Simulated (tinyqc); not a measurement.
Microkinetic model of low-temperature epitaxy from hydride gases: adsorption, hydrogen desorption and rate control: one step, computed by the program tinyqc.

Each hydride molecule needs two free sites and leaves four hydrogen atoms, of which two leave at once as H2; theta is the hydrogen coverage, the site density is 6.78 per nm^2 and one layer is 1.358 angstrom thick.

Problem. Coverage and growth rate. With k the hydride and k_H the hydrogen adsorption rate on free pairs and k_d the desorption rate, steady state: 2 (k + k_H)(1 - theta)^2 = k_d theta; growth rate R = k (1 - theta)^2 layers/s; 1 layer/s = 8.148 nm/min. With c = 2 (k + k_H)/k_d the free share is 1 - theta = 2/(1 + sqrt(1 + 4c)).

Inputs (values chosen for the exercise, close to those used for silane and germane on Si(001)): temperature T = 560 C.

Film: silicon-germanium. Order of hydrogen desorption: first.

k = 0.05402739 1/s

k_H = 0 1/s

k_d = 0.04150493 1/s

Give: c; hydrogen coverage theta; growth rate R in layers; growth rate G.

Solution.

c = 2.603

hydrogen coverage theta = 0.5432

growth rate R in layers = 0.01127 layers/s

growth rate G = 0.09185 nm/min

Adsorption and desorption share control.
